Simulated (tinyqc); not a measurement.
Series resistance and length offset from two lengths at two overdrives.

Question. In strong inversion R W = Rsd + k(x)(L - dL), k(x) = (1 + th1 x)/(mu0 Cox x), x the overdrive, Cox = eps0 eox/tox, with Rsd and dL independent of x. Find dL, Rsd, mu0 and th1.

Inputs (values chosen for the exercise):

| symbol | value | unit | meaning |
|---|---|---|---|
| eox | 7.54 |  | relative permittivity of the gate insulator (close to silicon nitride) |
| tox | 3.3 | nm | insulator thickness |

Constants: eps0 = 8.8541878128e-14 F/cm where lengths are in cm. Results are converted to the units shown.

total resistance times width (ohm um):
```
                  L = 0.088 um  L = 0.4 um
overdrive 0.5 V     528.446376  1880.86131
overdrive 0.94 V    377.161936  1174.27398
```

Solution. At each overdrive R W is a straight line in L; the two lines cross at L = dL, R W = Rsd. Their slopes give k x = (1 + th1 x)/(mu0 Cox), a straight line in x.

dL = 0.00300 um
Rsd = 160 ohm um
mu0 = 260 cm^2/(V s)
th1 = 0.280 1/V

Computed by the program tinyqc: `OMP_NUM_THREADS=1 python tinyqc.py 2210028 2210029 out.jsonl`, one thread of a shared Intel Xeon 2.30GHz, about 0.01 s for the whole run.
